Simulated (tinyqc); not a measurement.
# Frequency dispersion of an accumulation capacitance by border traps, distributed model: two studies

Traps spread evenly through the insulator exchange electrons with the semiconductor by tunnelling, with tau(x) = t0 exp(2 ka x) at depth x from the interface. The admittance per area Y seen at depth x obeys dY/dx = -Y^2/(i w eps0 eox) + q Nb ln(1 + i w tau)/tau, with Y(0) = i w Cs and w = 2 pi f; the gate sees Y(tox) = G + i w C. Working variable y = Y/(i w), in uF/cm^2. Cox = eps0 eox/tox.

Inputs (values chosen for the exercise); permittivity close to that of zirconium oxide:
```
symbol   value         unit                                               meaning
eox       22.7                             relative permittivity of the insulator
tox        9.5           nm                                   insulator thickness
Cs         1.9      uF/cm^2             semiconductor capacitance in accumulation
Nb      1.1e19  cm^-3 eV^-1                               density of border traps
ka         3.1         1/nm  decay constant of the wave function in the insulator
t0       5e-10            s              time constant of a trap at the interface
f          1e6           Hz                                             frequency
```

Constants: q = 1.602176634e-19 C, eps0 = 8.8541878128e-14 F/cm where lengths are in cm. Results are converted to the units shown.

Each table varies one quantity; the others keep the values above.

## Capacitance and loss against frequency

Cox; trap-free value 1/(1/Cox + 1/Cs); response depth d = ln(1/(w t0))/(2 ka), where w tau = 1; lumped estimate: all traps within d act as C_bt = q Nb d placed at d/2, so C = 1/{1/[1/(1/Cs + d/(2 eps0 eox)) + C_bt] + (tox - d/2)/(eps0 eox)}. C and G from a fine integration; dispersion -d C/d log10 f over C, from f times and over 1.1. For a broad spread of time constants G/w is close to -(pi/2) dC/d ln w.

The same in every row: trap-free C (uF/cm^2) = 1.001.

Results:
```
f (Hz)  d (nm)  C (uF/cm^2)  G/w (uF/cm^2)  dispersion (% a decade)  -(pi/2) dC/d ln w (uF/cm^2)  lumped C (uF/cm^2)
10       2.786        1.171        0.01710                    2.139                      0.01709               1.157
100      2.415        1.146        0.01637                    2.093                      0.01637               1.134
1000     2.044        1.123        0.01570                    2.048                      0.01569               1.112
10000    1.672        1.100        0.01506                    2.006                      0.01505               1.090
1e5      1.301        1.079        0.01446                    1.964                      0.01445               1.069
1e7     0.5581        1.038        0.01325                    1.886                      0.01335               1.029
```

Estimate the missing row, f = 1e6 Hz.

Computed row:
```
f (Hz)  d (nm)  C (uF/cm^2)  G/w (uF/cm^2)  dispersion (% a decade)  -(pi/2) dC/d ln w (uF/cm^2)  lumped C (uF/cm^2)
1e6     0.9295        1.058        0.01388                    1.925                      0.01389               1.049
```

With this row back in the table: C falls from 1.171 to 1.038 uF/cm^2, towards the trap-free 1.001; each decade of frequency removes ln 10/(2 ka) = 0.371 nm from the response depth. The dispersion falls from 2.14 to 1.89 % a decade and G/w falls from 0.0171 to 0.0132 uF/cm^2. G/w lies between 0.992 and 1.00 times -(pi/2) dC/d ln w, the relation for a broad spread of time constants.

## Effect of the semiconductor capacitance in accumulation

Same model as above.

The same in every row: d (nm) = 0.9295.

Result of one run:
columns A: Cs (uF/cm^2); B: C (uF/cm^2); C: G/w (uF/cm^2); D: dispersion (% a decade); E: -(pi/2) dC/d ln w (uF/cm^2); F: lumped C (uF/cm^2); G: trap-free C (uF/cm^2)
```
A        B         C       D         E      F      G
5.4  1.540  0.005673  0.5395  0.005668  1.536  1.520
```

What becomes of these results when the semiconductor capacitance in accumulation Cs is changed from 5.4 to 10 uF/cm^2, all else the same?

Result of the changed run:
columns A: Cs (uF/cm^2); B: C (uF/cm^2); C: G/w (uF/cm^2); D: dispersion (% a decade); E: -(pi/2) dC/d ln w (uF/cm^2); F: lumped C (uF/cm^2); G: trap-free C (uF/cm^2)
```
A       B         C       D         E      F      G
10  1.756  0.003175  0.2642  0.003165  1.754  1.746
```

The whole series:
columns A: Cs (uF/cm^2); B: C (uF/cm^2); C: G/w (uF/cm^2); D: dispersion (% a decade); E: -(pi/2) dC/d ln w (uF/cm^2); F: lumped C (uF/cm^2); G: trap-free C (uF/cm^2)
```
A          B         C       D         E       F       G
0.2   0.3340   0.03304   14.50   0.03304  0.3120  0.1827
0.39  0.4605   0.02910   9.264   0.02911  0.4412  0.3293
0.75  0.6569   0.02348   5.242   0.02349  0.6413  0.5537
1.4   0.9143   0.01703   2.732   0.01704  0.9030  0.8425
2.8    1.245   0.01026   1.208   0.01026   1.238   1.205
5.4    1.540  0.005673  0.5395  0.005668   1.536   1.520
10     1.756  0.003175  0.2642  0.003165   1.754   1.746
20     1.918  0.001781  0.1350  0.001766   1.916   1.913
```

As Cs goes from 0.2 to 20, C rises from 0.334 to 1.92 uF/cm^2, the dispersion falls from 14.5 to 0.135 % a decade and G/w falls from 0.0330 to 0.00178 uF/cm^2. The lumped estimate is 6.6 % below C in the first row and 0.068 % below it in the last. The same traps disperse C more when Cs is small, since they then add to the weaker series term.

Program tinyqc, `OMP_NUM_THREADS=1 python tinyqc.py 2202173 2202174 out.jsonl`; Intel Xeon 2.30GHz, shared host, one thread, about 0.5 s.
